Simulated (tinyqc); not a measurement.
BHZ model on a square lattice (one spin block): sweeps and comparisons. A value that a table varies takes the place of the one given here.

h(k) = e0 + d.s with s the Pauli matrices in the basis (E, H), k in units of 1/a: dx = (A/a) sin kx, dy = (A/a) sin ky, dz = M - (2B/a^2)(2 - cos kx - cos ky), e0 = -(2D/a^2)(2 - cos kx - cos ky). The other spin block is h*(-k). For small k this is the continuum model with dz = M - B k^2.

Values chosen for the exercise (of the size used for InAs / GaSb double wells; the results hold for these values, not for the real material):
- A = 0.67 eV angstrom
- B = -74.7 eV angstrom^2
- D = -19.3 eV angstrom^2
- a = 25 angstrom (grid spacing)
- M = 0.0106 eV (mass term)
- k = (-0.36, 0.47) 1/a (wave vector)

## Through the transition

M is varied. Direct gap at Gamma 2|M|; smallest direct gap on kx = 0 to 1 in steps of 0.01; nu = 1 for M/B > 0, else 0; middle gap of a ribbon of 40 rows at kx = 0 (block (A/a) sy/(2i) + (B/a^2) sz + D/a^2 between rows, hard walls).

Against M (meV):
```
M    2|M|  smallest direct gap  nu  ribbon gap
-40  80.0                29.26   1       0.491
-25  50.0                23.26   1       0.192
-15  30.0                17.81   1       0.307
-8   16.0                12.45   1       0.026
-3    6.0                 6.00   1       0.194
3     6.0                 6.00   0       8.041
8    16.0                16.00   0      17.750
15   30.0                30.00   0      31.615
30   60.0                60.00   0      61.519
```

With B < 0, negative M is inverted. There edge states cross the bulk gap: the ribbon gap is 0.192 against 23.3 meV at M = -25 meV, and 0.194 against 6.0 at -3 meV, while for positive M confinement raises it above 2|M| (31.62 against 30 meV at M = 15 meV). For M = -40, -25, -15 and -8 meV the smallest direct gap has left Gamma, so at least one band is camel-backed.

## What each parameter does

Levels at k and dz there. Each row changes one parameter from the base and keeps the others.

Results:
```
case                      lower (meV)  upper (meV)  dz (meV)
base                          -43.419       64.731    51.843
A = 0.737 eV angstrom         -43.877       65.188    51.843
B = -82.17 eV angstrom^2      -47.385       68.697    55.967
D = -15.44 eV angstrom^2      -45.550       62.600    51.843
M = 0.0156 eV                 -48.230       69.542    56.843
a = 27 angstrom               -38.978       57.249    45.959
```

The largest shifts from the base row, up to three for each result and ties (the steps differ in size, so this ranks the rows, not the parameters). lower (meV): M -4.811, a +4.441, B -3.966. upper (meV): a -7.481, M +4.811, B +3.966. dz (meV): a -5.884, M +5.000, B +4.124; unchanged at the printed digits by A and D. D shifts both levels alike and leaves the states, so it cannot change the topology while the gap stays open.

tinyqc: `OMP_NUM_THREADS=1 python tinyqc.py 1450825 1450826 out.jsonl`; about 0.07 s, one thread, shared Intel(R) Xeon(R) Processor @ 2.30GHz.
